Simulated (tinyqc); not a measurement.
# Raman shift of the zone-centre optical phonon of a diamond-structure crystal under stress, step by step

A worked calculation. Computed by tinyqc, a small Python program that keeps every step. Command: `OMP_NUM_THREADS=1 python tinyqc.py 3022217 3022218 out.jsonl ramanstress walk`. One thread of a shared host (Intel(R) Xeon(R) Processor @ 2.30GHz), about 0.01 s of CPU time with the checks. Intermediate numbers are printed to about 6 digits and carried at full precision; extremes and crossings named in words are read from the listed rows.

Axes x, y, z are the cube axes. Strain shifts the threefold optical mode and can split it; p, q and r are the phonon deformation potentials.

Inputs (values chosen for the exercise, modelled on diamond): unstrained frequency omega_0 = 1334 1/cm; p/omega_0^2 = -2.77; q/omega_0^2 = -1.85; r/omega_0^2 = -1.85; C11 = 1088 GPa; C12 = 124.7 GPa; C44 = 583.1 GPa; stress sigma (tension positive) = 1.8 GPa; polarisation angle phi = 30 degree; temperature coefficient d omega/dT = -0.01 1/(cm K); local temperature T = 310 K; laser wavelength = 632.8 nm.

Stress state: biaxial. Axis: [111].

Constants: h = 6.62607015e-34 J s; c = 299792458 m/s; k_B = 1.380649e-23 J/K.

## Compliances

S11 = (C11 + C12)/D, S12 = -C12/D, D = (C11 - C12)(C11 + 2 C12), S44 = 1/C44.

S11 = 0.941305 1/TPa

S12 = -0.0967929 1/TPa

S44 = 1.71497 1/TPa

## Stress and strain tensors

Equal biaxial stress in the plane normal to the axis (unit vector n): sigma_ij = sigma (delta_ij - n_i n_j). eps_xx = S11 sigma_xx + S12 (sigma_yy + sigma_zz), and cyclic; eps_xy = S44 sigma_xy/2 (tensor strain).

stress (GPa), rows x, y, z:
$$\begin{pmatrix}
1.2 & -0.6 & -0.6 \\
-0.6 & 1.2 & -0.6 \\
-0.6 & -0.6 & 1.2
\end{pmatrix}$$

strain (per mille), rows x, y, z:
$$\begin{pmatrix}
0.897263 & -0.514492 & -0.514492 \\
-0.514492 & 0.897263 & -0.514492 \\
-0.514492 & -0.514492 & 0.897263
\end{pmatrix}$$

volume strain = 2.69179 per mille

## Secular matrix and shifts

Secular matrix: M_xx = p eps_xx + q (eps_yy + eps_zz), M_xy = 2 r eps_xy; its eigenvalues are omega^2 - omega_0^2, and the shifts are these over 2 omega_0.

M/(2 omega_0) (1/cm), rows x, y, z:
$$\begin{pmatrix}
-3.87213 & 1.26971 & 1.26971 \\
1.26971 & -3.87213 & 1.26971 \\
1.26971 & 1.26971 & -3.87213
\end{pmatrix}$$

shifts, in rising order (1/cm): [-5.14184, -5.14184, -1.33270]

The triplet splits into a singlet and a doublet. Tension softens every mode.

## Mean shift and Grueneisen parameter

gamma = -(p + 2q)/(6 omega_0^2); the mean of the three shifts is -gamma omega_0 x (volume strain).

mode Grueneisen parameter gamma = 1.07833

mean shift = -3.87213 1/cm

## The line seen from a (001) surface

Backscattering from a (001) surface: incident polarisation (cos phi, sin phi, 0). With Raman tensors (R_z)_xy = (R_z)_yx = 1 and cyclic, only the z component u_z of a mode counts: I = u_z^2 sin^2(2 phi) for parallel and u_z^2 cos^2(2 phi) for crossed polarisers. An unresolved line sits at the intensity-weighted shift, which is M_zz/(2 omega_0).

total intensity, parallel = 0.75

total intensity, crossed = 0.25

shift of the observed line = -3.87213 1/cm

shift per stress = -2.15118 1/(cm GPa)

stress per shift = -464.860 MPa cm

Shear mixes z with x and y, so the line is a blend of modes with different shifts. Caution: this stress has components normal to the (001) face, so it cannot reach a free (001) surface; it can act on buried material.

## The same stress in different states

Uniaxial: sigma n n^T; biaxial: sigma (1 - n n^T); hydrostatic: sigma 1. The line seen from (001) is taken as unresolved, at the intensity-weighted shift M_zz/(2 omega_0).

Shifts (1/cm):
```
state                    lowest    middle   highest  line seen from (001)
uniaxial [100]         -2.70049  -1.55385  -1.55385              -1.55385
uniaxial [110]         -4.03174  -1.55385  -0.22260              -1.55385
uniaxial [001]         -2.70049  -1.55385  -1.55385              -2.70049
uniaxial [111]         -4.47549  -0.66635  -0.66635              -1.93607
biaxial, normal [001]  -4.25434  -4.25434  -3.10771              -3.10771
biaxial, normal [111]  -5.14184  -5.14184  -1.33270              -3.87213
hydrostatic            -5.80820  -5.80820  -5.80820              -5.80820
```

Seen from (001), uniaxial stress along [100] and along [110] give the same shift (-1.554), and equal biaxial stress in the plane gives twice as much (-3.108), since only sigma_xx + sigma_yy and sigma_zz enter M_zz. Stress along [001] gives -2.700. One measured shift therefore fixes the stress only once its state is assumed: read as uniaxial in the plane, a shift implies twice the stress that it does read as biaxial.

## Heating mistaken for stress

A temperature above 300 K shifts the line by (d omega/dT)(T - 300 K); divided by the shift per stress it poses as a stress; the total shift adds it to the shift of the observed line. The anti-Stokes to Stokes ratio is [(omega_L + omega_0)/(omega_L - omega_0)]^3 exp(-h c omega_0/(k_B T)) in photon counts, omega_L = 1/wavelength, resonance effects left out.

thermal shift = -0.1 1/cm

apparent stress from heating = 0.0464860 GPa

total shift = -3.97213 1/cm

anti-Stokes/Stokes ratio = 0.00340102

Heating poses as tension, 3 % of the true stress in size; the intensity ratio gives T apart from the shift.

Checks made by the program: mean of the eigenvalues against the trace rule (relative difference below 1e-10); weighted mean of the modes against M_zz (relative difference below 1e-10).
